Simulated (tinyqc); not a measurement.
# Floating body of a partially depleted SOI transistor: body voltage and kink: two studies

Source at 0 V. Channel current Ic = 2 nf K Vt^2 [F(0) - F(Vd)](1 + la Vd), F(V) = ln^2(1 + exp((Vg - VT - nf V)/(2 nf Vt))), VT = VT0 - gb Vb. Saturation voltage Vs = 2 Vt sqrt(F(0)) + 3 Vt, excess Ve = (Vd - Vs + sqrt((Vd - Vs)^2 + 0.0004 V^2))/2, multiplication M1 = Ai Ve exp(-Bl/Ve). Each junction passes D(v) = J1 (exp(v/Vt) - 1) + J2 (exp(v/(2 Vt)) - 1). Bipolar current Ib = bb J1 (exp(Vb/Vt) - 1). The body settles where M1 (Ic + Ib) = D(Vb) + D(Vb - Vd) + Vb/Rb; drain current Id = (1 + M1)(Ic + Ib) - D(Vb - Vd).

Inputs (values chosen for the exercise); values of the order met in partially depleted silicon-on-insulator transistors: temperature T = 300 K; threshold at zero body voltage VT0 = 0.52 V; fall of the threshold per volt of body voltage gb = 0.27; slope factor nf = 1.34; gain factor per width K = 360 uA/(V^2 um); channel-length modulation factor la = 0.03 1/V; impact-ionisation prefactor Ai = 2.38 1/V; impact-ionisation voltage Bl = 8.1 V; diffusion saturation current of each junction J1 = 1.5e-12 uA/um; recombination saturation current of each junction J2 = 1.3e-9 uA/um; gain of the lateral bipolar transistor on the diffusion current bb = 1; resistance of a weak body tie to the source (1e9 stands for no tie, and the term is then dropped) Rb = 2000 kohm um; gate voltage Vg = 0.6 V; drain voltage Vd = 1.9 V.

Constants: q = 1.602176634e-19 C, kB = 1.380649e-23 J/K, Vt = kB T/q. Results are converted to the units shown.

Each table varies one quantity; the others keep the values above.

## Output curve and kink

Rows with more than one solution for Vb (latch) are left out; dId/dVd by a forward difference over 1e-4 V, swing = 1e-4 V over the change of log10 Id; M1 under 1e-12 is printed as 0.

Results:
```
Vd (V)    Vb (V)        M1  Id, floating (uA/um)  Id, grounded (uA/um)  ratio  dId/dVd, floating (uS/um)  dId/dVd, grounded (uS/um)
0.68    7.544e-7  2.799e-7                 1.343                 1.343  1.000                    0.03962                    0.03949
0.84    3.452e-5  1.279e-5                 1.349                 1.349  1.000                    0.04340                    0.03980
1       3.926e-4  1.446e-4                 1.358                 1.356  1.002                    0.06955                    0.04192
1.32    0.007613  0.002696                 1.416                 1.372  1.032                     0.3764                    0.06482
1.48     0.02096  0.006996                 1.508                 1.384  1.090                     0.8389                    0.09202
1.64     0.05017   0.01484                 1.715                 1.402  1.224                      1.922                     0.1318
1.8       0.1180   0.02692                 2.251                 1.427  1.578                      5.760                     0.1841
```

Estimate the missing row, Vd = 1.16 V.

Computed row:
```
Vd (V)    Vb (V)        M1  Id, floating (uA/um)  Id, grounded (uA/um)  ratio  dId/dVd, floating (uS/um)  dId/dVd, grounded (uS/um)
1.16    0.002141  7.790e-4                 1.375                 1.363  1.009                     0.1596                    0.04904
```

With this row back in the table: Vb rises from 7.54e-7 to 0.118 V and the ratio of the currents rises from 1.00 to 1.58. The output conductance with a floating body exceeds the grounded value by the largest factor among the rows, 31.3, at Vd = 1.8 V, where Vb = 0.118 V and M1 = 0.0269.

## Transfer curve and swing

Same model as above.

Transfer curve and swing:
columns A: Vg (V); B: Vb (V); C: M1; D: Id, floating (uA/um); E: Id, grounded (uA/um); F: ratio; G: swing, floating (mV/decade); H: swing, grounded (mV/decade)
```
A            B        C         D         E      F      G      H
0.07  1.608e-7  0.05093  1.634e-6  1.634e-6  1.000  79.89  79.89
0.17  2.824e-6  0.05089  2.914e-5  2.914e-5  1.000  80.02  80.03
0.27  4.945e-5  0.05073  5.121e-4  5.119e-4  1.000  80.81  80.85
0.37  8.105e-4  0.05009  0.008496  0.008445  1.006  83.73  84.21
0.47   0.01096  0.04778    0.1202    0.1120  1.073  90.79  96.75
0.57    0.1138  0.04045     1.464    0.8878  1.649  88.44  133.0
0.67    0.6037  0.02306     14.32     3.647  3.927  280.8  203.6
0.77    0.6447  0.01654     26.08     9.253  2.818  474.6  300.6
0.87    0.6527  0.01179     39.93     17.80  2.243  610.3  410.4
```

What does the comparison show?

Vb rises from 1.61e-7 to 0.653 V. The smallest swing among the rows is 79.9 mV a decade with a floating body (at Vg = 0.07 V) and 79.9 with a grounded one; Vt ln 10 = 59.5. The floating swing is smaller by more than 3 % for Vg = 0.47, 0.57 V, where the rising Vb lowers the threshold as Vg rises. In the first row the floating body raises the current by a factor of 1.00.

Range of the model: The multiplication law is an empirical form chosen for the exercise; self-heating and capacitive coupling to the body are left out, and the linear laws are rough once Vb passes about 0.7 V or M1 about 0.1.

tinyqc, about 0.2 s, one thread, Intel Xeon 2.30GHz (shared host): `OMP_NUM_THREADS=1 python tinyqc.py 2182047 2182048 out.jsonl`
